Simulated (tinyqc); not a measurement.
## Donor binding, ionisation and the Mott limit: ionisation against doping

Hydrogenic donor: Ry = (m0 q^3/(8 eps0^2 h^2)) me/eps_r^2 in eV, E0 = cc Ry, radius a = q/(8 pi eps0 eps_r E0), Mott density Nm = (0.26/a)^3. Below Nm the level sinks as Ed = E0 [1 - (N/Nm)^(1/3)]. Neutrality: Nc F12(eta) = N/(1 + 2 exp(eta + Ed/kB T)), F12(x) = (2/sqrt(pi)) int_0^infinity sqrt(u)/(1 + exp(u - x)) du.

The neutrality equation is solved with F12 in each row.

Values chosen for this exercise; band and dielectric values close to those of gallium phosphide: temperature T = 100 K; relative permittivity eps_r = 10.9; mass in the hydrogenic formula, set independently of Nc me = 0.301 m0; conduction-band density of states at 100 K Nc = 3.48e18 cm^-3; ratio of the true binding energy to the hydrogenic one cc = 2.2.

Constants: q = 1.602176634e-19 C, kB = 1.380649e-23 J/K, eps0 = 8.8541878128e-12 F/m, h = 6.62607015e-34 J s, m0 = 9.1093837015e-31 kg, Vt = kB T/q. Results are converted to the units shown.

Results:
```
N (cm^-3)	N/Nm	Ed (meV)	ionised (%)	ionised with Ed = E0 (%)
1.3e16	4.8881e-4	69.859	18.169	13.230
3e16	0.0011280	67.939	13.727	8.9220
6.7e16	0.0025192	65.514	10.752	6.0627
3.3e17	0.012408	58.277	7.4995	2.7784
7.3e17	0.027448	52.958	6.8795	1.8763
1.6e18	0.060161	46.119	6.8888	1.2708
3.6e18	0.13536	36.896	7.7400	0.84859
8e18	0.30081	25.022	9.9522	0.56962
1.8e19	0.67681	9.2524	14.697	0.37967
```

Estimate the missing row, N = 1.5e17 cm^-3.

Computed row:
```
N (cm^-3)	N/Nm	Ed (meV)	ionised (%)	ionised with Ed = E0 (%)
1.5e17	0.0056401	62.334	8.7364	4.0937
```

With this row back in the table: The ionised share goes from 18.2 through a minimum of 6.88 (at N = 7.3e17 cm^-3 among the rows listed) to 14.7 %, against 13.2 to 0.380 % for a fixed level: a higher density raises EF against the level, which fills more donors, while the sinking Ed works the other way.

Range of the model: A sharp level with degeneracy 2 overstates freeze-out near Nm, where the impurity band broadens and merges with the conduction band.

Computed by the program tinyqc: `OMP_NUM_THREADS=1 python tinyqc.py 2330016 2330017 out.jsonl`, one thread of a shared Intel Xeon 2.30GHz, about 0.02 s for the whole run.
